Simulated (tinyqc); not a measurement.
Longitudinal sound in a periodic multilayer: transfer matrices, stop bands and folded phonons. Changing the frequency f. Computed by tinyqc, a small Python program. Command: `OMP_NUM_THREADS=1 python tinyqc.py 3003955 3003956 out.jsonl multilayer sweep`. One thread of a shared host (Intel(R) Xeon(R) Processor @ 2.30GHz), about 0.01 s of CPU time with the checks.

Layers 1 and 2 repeat with period d = d_1 + d_2; waves travel normal to the layers, without loss. State vector (u, s): displacement u and stress divided by omega. Impedances Z = rho v are in 1e6 kg/(m^2 s).

Inputs (values chosen for the exercise, modelled on gallium nitride (layer 1), aluminium nitride (layer 2) and silicon (substrate)):
```
quantity            value    unit
density rho_1        6.08  g/cm^3
velocity v_1         8000     m/s
thickness d_1        10.3      nm
density rho_2        3.22  g/cm^3
velocity v_2        11200     m/s
thickness d_2        14.1      nm
substrate density    2.36  g/cm^3
substrate velocity   8330     m/s
periods N               4       -
```

Method:
- Z = rho v; interface reflection r = (Z_2 - Z_1)/(Z_2 + Z_1) (stress amplitude, from 1 into 2); Bragg frequency f_B = 1/[2 (d_1/v_1 + d_2/v_2)]; long-wave velocity v_eff = d/sqrt[(d_1/v_1)^2 + (d_2/v_2)^2 + (Z_1/Z_2 + Z_2/Z_1)(d_1/v_1)(d_2/v_2)].
- A layer maps (u, s) by [[cos p, sin p/Z], [-Z sin p, cos p]], p = 2 pi f d_i/v_i; one period is M = M_2 M_1, and cos(q d) = trace(M)/2.
- For N periods A = M^N. A wave comes from a thick layer of material 1 and leaves into the substrate (Z_s): transmitted power T = 4 Z_1 Z_s/|Z_1 A_22 + Z_s A_11 - i (Z_1 Z_s A_12 - A_21)|^2, reflected power R = 1 - T.

One run for each value:
```
frequency f (GHz)  trace(M)/2  transmitted power T  T in decibel (dB)
39.3                   0.8044              0.86356            -0.6371
72.5                   0.3858              0.90047            -0.4553
106.0                 -0.1502              0.78357            -1.0592
139.0                 -0.6439              0.89573            -0.4782
172.0                 -0.9684              0.52974            -2.7594
205.0                 -1.0353              0.58552            -2.3246
239.0                 -0.8161              0.65984            -1.8056
272.0                 -0.3832              0.86647            -0.6225
305.0                  0.1480              0.88947            -0.5087
338.0                  0.6327              0.81533            -0.8867
372.0                  0.9444              0.91731            -0.3748
405.0                  0.9803              0.84539            -0.7294
438.0                  0.7431              0.83122            -0.8029
471.0                  0.2974              0.91361            -0.3924
```

Over the rows, trace(M)/2 lies between -1.04 and 0.980 without a single trend. Rows with |trace/2| > 1 lie in stop bands: 1 of 14; the smallest T, 0.53, falls at 172 GHz.

Extremes, crossings and ranges named in words are read from the listed rows.
